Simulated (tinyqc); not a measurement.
Empirical pseudopotential in a few plane waves, step by step. One step of it, computed by the program tinyqc.

Task: Levels at G. Diagonalise the Hermitian matrix.

H(k) at G (eV):
```
                     +0+0+0               -1-1-1               -1-1+1               -1+1-1
+0+0+0             0.000000   2.289721+0.654206i  -2.289721+0.654206i  -2.289721+0.654206i
-1-1-1   2.289721-0.654206i            16.433927   0.000000-0.367354i   0.000000-0.367354i
-1-1+1  -2.289721-0.654206i   0.000000+0.367354i            16.433927             0.231297
-1+1-1  -2.289721-0.654206i   0.000000+0.367354i             0.231297            16.433927
-1+1+1  -2.289721+0.654206i            -0.231297   0.000000+0.367354i   0.000000+0.367354i
+1-1-1  -2.289721-0.654206i   0.000000+0.367354i             0.231297             0.231297
+1-1+1  -2.289721+0.654206i            -0.231297   0.000000+0.367354i             0.000000
+1+1-1  -2.289721+0.654206i            -0.231297             0.000000   0.000000+0.367354i
+1+1+1   2.289721+0.654206i             0.000000            -0.231297            -0.231297
-2+0+0   0.000000-0.367354i  -2.289721+0.654206i  -2.289721-0.654206i  -2.289721-0.654206i
+0-2+0   0.000000-0.367354i  -2.289721+0.654206i  -2.289721-0.654206i   0.423310-0.298241i
+0+0-2   0.000000-0.367354i  -2.289721+0.654206i   0.423310-0.298241i  -2.289721-0.654206i
+0+0+2   0.000000+0.367354i  -0.423310-0.298241i   2.289721+0.654206i  -0.423310+0.298241i
+0+2+0   0.000000+0.367354i  -0.423310-0.298241i  -0.423310+0.298241i   2.289721+0.654206i
+2+0+0   0.000000+0.367354i  -0.423310-0.298241i  -0.423310+0.298241i  -0.423310+0.298241i

                     -1+1+1               +1-1-1               +1-1+1               +1+1-1
+0+0+0  -2.289721-0.654206i  -2.289721+0.654206i  -2.289721-0.654206i  -2.289721-0.654206i
-1-1-1            -0.231297   0.000000-0.367354i            -0.231297            -0.231297
-1-1+1   0.000000-0.367354i             0.231297   0.000000-0.367354i             0.000000
-1+1-1   0.000000-0.367354i             0.231297             0.000000   0.000000-0.367354i
-1+1+1            16.433927             0.000000             0.231297             0.231297
+1-1-1             0.000000            16.433927   0.000000-0.367354i   0.000000-0.367354i
+1-1+1             0.231297   0.000000+0.367354i            16.433927             0.231297
+1+1-1             0.231297   0.000000+0.367354i             0.231297            16.433927
+1+1+1   0.000000+0.367354i            -0.231297   0.000000+0.367354i   0.000000+0.367354i
-2+0+0   2.289721-0.654206i   0.423310-0.298241i  -0.423310-0.298241i  -0.423310-0.298241i
+0-2+0  -0.423310-0.298241i  -2.289721-0.654206i   2.289721-0.654206i  -0.423310-0.298241i
+0+0-2  -0.423310-0.298241i  -2.289721-0.654206i  -0.423310-0.298241i   2.289721-0.654206i
+0+0+2  -2.289721+0.654206i  -0.423310+0.298241i  -2.289721+0.654206i   0.423310+0.298241i
+0+2+0  -2.289721+0.654206i  -0.423310+0.298241i   0.423310+0.298241i  -2.289721+0.654206i
+2+0+0   0.423310+0.298241i   2.289721+0.654206i  -2.289721+0.654206i  -2.289721+0.654206i

                     +1+1+1               -2+0+0               +0-2+0               +0+0-2
+0+0+0   2.289721-0.654206i   0.000000+0.367354i   0.000000+0.367354i   0.000000+0.367354i
-1-1-1             0.000000  -2.289721-0.654206i  -2.289721-0.654206i  -2.289721-0.654206i
-1-1+1            -0.231297  -2.289721+0.654206i  -2.289721+0.654206i   0.423310+0.298241i
-1+1-1            -0.231297  -2.289721+0.654206i   0.423310+0.298241i  -2.289721+0.654206i
-1+1+1   0.000000-0.367354i   2.289721+0.654206i  -0.423310+0.298241i  -0.423310+0.298241i
+1-1-1            -0.231297   0.423310+0.298241i  -2.289721+0.654206i  -2.289721+0.654206i
+1-1+1   0.000000-0.367354i  -0.423310+0.298241i   2.289721+0.654206i  -0.423310+0.298241i
+1+1-1   0.000000-0.367354i  -0.423310+0.298241i  -0.423310+0.298241i   2.289721+0.654206i
+1+1+1            16.433927  -0.423310-0.298241i  -0.423310-0.298241i  -0.423310-0.298241i
-2+0+0  -0.423310+0.298241i            21.911902             0.231297             0.231297
+0-2+0  -0.423310+0.298241i             0.231297            21.911902             0.231297
+0+0-2  -0.423310+0.298241i             0.231297             0.231297            21.911902
+0+0+2  -2.289721-0.654206i            -0.231297            -0.231297             0.000000
+0+2+0  -2.289721-0.654206i            -0.231297             0.000000            -0.231297
+2+0+0  -2.289721-0.654206i             0.000000            -0.231297            -0.231297

                     +0+0+2               +0+2+0               +2+0+0
+0+0+0   0.000000-0.367354i   0.000000-0.367354i   0.000000-0.367354i
-1-1-1  -0.423310+0.298241i  -0.423310+0.298241i  -0.423310+0.298241i
-1-1+1   2.289721-0.654206i  -0.423310-0.298241i  -0.423310-0.298241i
-1+1-1  -0.423310-0.298241i   2.289721-0.654206i  -0.423310-0.298241i
-1+1+1  -2.289721-0.654206i  -2.289721-0.654206i   0.423310-0.298241i
+1-1-1  -0.423310-0.298241i  -0.423310-0.298241i   2.289721-0.654206i
+1-1+1  -2.289721-0.654206i   0.423310-0.298241i  -2.289721-0.654206i
+1+1-1   0.423310-0.298241i  -2.289721-0.654206i  -2.289721-0.654206i
+1+1+1  -2.289721+0.654206i  -2.289721+0.654206i  -2.289721+0.654206i
-2+0+0            -0.231297            -0.231297             0.000000
+0-2+0            -0.231297             0.000000            -0.231297
+0+0-2             0.000000            -0.231297            -0.231297
+0+0+2            21.911902             0.231297             0.231297
+0+2+0             0.231297            21.911902             0.231297
+2+0+0             0.231297             0.231297            21.911902
```

Give: eigenvalues.

Result:

eigenvalues (eV): [-2.6896, 12.7891, 12.7891, 12.7891, 12.8369, 16.3200, 16.3200, 16.3200, 19.3221, 21.4493, 21.4493, 25.2081, 25.2081, 25.2081, 27.6234]
